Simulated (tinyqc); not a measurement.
Worked calculation: coupled-perturbed Hartree-Fock on RHF in the sto-3g basis, for H4, spin multiplicity 1. One step of it, computed by the program tinyqc.

Problem. Integrals over molecular orbitals. (pq|rs) = sum C_ip C_jq C_kr C_ls (ij|kl), one index at a time.

coefficients C:
```
            MO1        MO2        MO3        MO4
1H 1s  0.366463  -0.435464   0.751104  -0.742532
2H 1s  0.405603  -0.399276  -0.656454   0.858988
3H 1s  0.403599   0.401457  -0.658984  -0.856135
4H 1s  0.364314   0.437411   0.753251   0.739310
```

core Hamiltonian H = T + V (hartree):
```
           1H 1s      2H 1s      3H 1s      4H 1s
1H 1s  -1.367689  -0.993985  -0.073737  -0.011187
2H 1s  -0.993985  -1.522397  -0.327799  -0.073594
3H 1s  -0.073737  -0.327799  -1.521964  -0.992693
4H 1s  -0.011187  -0.073594  -0.992693  -1.367106
```

Two-electron integrals (ij|kl) in chemists' order, unique and non-zero (hartree):
```
(11|11) 0.774606   (21|11) 0.350829   (21|21) 0.196894   (22|11) 0.506930
(22|21) 0.350829   (22|22) 0.774606   (31|11) 0.014381   (31|21) 0.009292
(31|22) 0.019629   (31|31) 0.000633   (32|11) 0.054290   (32|21) 0.038198
(32|22) 0.089504   (32|31) 0.003160   (32|32) 0.017213   (33|11) 0.198965
(33|21) 0.132625   (33|22) 0.300671   (33|31) 0.014381   (33|32) 0.089504
(33|33) 0.774606   (41|11) 0.001538   (41|21) 0.001040   (41|22) 0.002323
(41|31) 0.000083   (41|32) 0.000441   (41|33) 0.002323   (41|41) 0.000012
(42|11) 0.008968   (42|21) 0.006187   (42|22) 0.014350   (42|31) 0.000557
(42|32) 0.003153   (42|33) 0.019591   (42|41) 0.000082   (42|42) 0.000630
(43|11) 0.093419   (43|21) 0.060471   (43|22) 0.132448   (43|31) 0.006192
(43|32) 0.038144   (43|33) 0.350326   (43|41) 0.001039   (43|42) 0.009262
(43|43) 0.196400   (44|11) 0.148062   (44|21) 0.093509   (44|22) 0.198890
(44|31) 0.008984   (44|32) 0.054260   (44|33) 0.506584   (44|41) 0.001538
(44|42) 0.014350   (44|43) 0.350326   (44|44) 0.774606
```

Give: one-electron integrals over orbitals h = C^T H C; Two-electron integrals over orbitals.

Solution.

one-electron integrals over orbitals h = C^T H C (hartree):
```
         1        2        3        4
1  -1.6048   0.0001   0.0902  -0.0004
2   0.0001  -1.5424   0.0004   0.0858
3   0.0902   0.0004  -1.0490   0.0001
4  -0.0004   0.0858   0.0001  -0.9084
```

Two-electron integrals over orbitals (pq|rs), unique and non-zero (hartree):
```
(11|11) 0.4243      (21|11) -0.0012     (21|21) 0.2158      (22|11) 0.4230
(22|21) 0.0010      (22|22) 0.4296      (31|11) -0.0307     (31|21) -2.06e-04
(31|22) -0.0049     (31|31) 0.1029      (32|11) -4.18e-04   (32|21) 0.0497
(32|22) 2.04e-04    (32|31) 3.67e-04    (32|32) 0.0949      (33|11) 0.4177
(33|21) 0.0007      (33|22) 0.4195      (33|31) -0.0100     (33|32) 1.23e-04
(33|33) 0.4344      (41|11) 2.09e-04    (41|21) -0.0101     (41|22) 1.22e-06
(41|31) -4.90e-04   (41|32) 0.0839      (41|33) 2.81e-05    (41|41) 0.0897
(42|11) -0.0398     (42|21) -1.68e-04   (42|22) -0.0164     (42|31) 0.1026
(42|32) 0.0005      (42|33) -0.0139     (42|41) -3.59e-04   (42|42) 0.1065
(43|11) -0.0011     (43|21) 0.2095      (43|22) 0.0011      (43|31) -1.83e-04
(43|32) 0.0514      (43|33) 0.0008      (43|41) -0.0079     (43|42) -1.58e-04
(43|43) 0.2225      (44|11) 0.4374      (44|21) -0.0008     (44|22) 0.4360
(44|31) -0.0345     (44|32) -3.63e-04   (44|33) 0.4471      (44|41) 1.97e-04
(44|42) -0.0431     (44|43) -0.0008     (44|44) 0.4723
```
